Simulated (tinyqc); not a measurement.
# Read current of a NAND string, cells in series solved by shooting, step by step

tinyqc, about 0.7 s, one thread, Intel Xeon 2.30GHz (shared host): `OMP_NUM_THREADS=1 python tinyqc.py 2142117 2142118 out.jsonl` Printed values are rounded.

Cells in series, numbered from 0 at the source line (0 V) to the bit line, each followed by a gap resistance Rg. A cell with gate Vg, threshold VT, source Vs and drain Vd passes I = 2 nf K Vt^2 [F(Vs) - F(Vd)]/(1 + th max(Vg - VT, 0)), F(V) = ln^2(1 + exp((Vg - VT - nf V)/(2 nf Vt))). The selected cell has Vg = Vr, the others Vg = Vp.

Values chosen for this exercise; values of the order met in vertical NAND strings:
- T = 358 K (temperature)
- K = 25 uA/V^2 (gain factor of a cell)
- nf = 2.2 (slope factor)
- th = 0.17 1/V (mobility reduction factor)
- Rg = 9.7 kohm (resistance of the gap between cells)
- Vbl = 0.7 V (bit-line voltage)
- Vp = 7.1 V (pass voltage)
- Vr = 3.94 V (read voltage on the selected word line)

Constants: q = 1.602176634e-19 C, kB = 1.380649e-23 J/K, Vt = kB T/q. Results are converted to the units shown.

## Step 1: node voltages for a trial current

first trial current = 3.6 uA
thresholds from the source end, cell 0 to 4 (V): [-2.1, 2.4, -2.1, -2.1, -2.1]

For a trial current I start at 0 V and, cell by cell (the selected one is cell 1), solve for the drain: sqrt(F(Vd)) = sqrt(F(Vs) - I/k), k = 2 nf K Vt^2/(1 + th max(Vg - VT, 0)), Vd = [Vg - VT - 2 nf Vt ln(exp(sqrt F) - 1)]/nf, then add I Rg.

node voltage after each cell and gap, trial 1, cell 0 to 4 (V): [0.0752466, 0.260460, 0.338414, 0.417251, 0.497018]

## Step 2: node voltages for a trial current

second trial current = 4.4 uA

As before.

node voltage after each cell and gap, trial 2, cell 0 to 4 (V): [0.0920215, 0.333183, 0.429534, 0.527284, 0.626529]

## Course of the secant iteration

Secant steps on the end voltage less Vbl, from the two trials; a trial above the saturation current of a cell has no solution and is moved halfway to the previous trial. Stop below 1e-9 V.

Course of the iteration:
```
iteration,I (uA),end voltage - Vbl (V),halvings
1,4.85384,5.84e-3,0
2,4.82040,-1.84e-4,0
3,4.82142,-4.79e-7,0
4,4.82142,3.92e-11,0
```

Converged in 4 iterations to I = 4.8214 uA. The selected cell takes 32.6 % of the bit-line voltage and the gaps together 33.4 %.
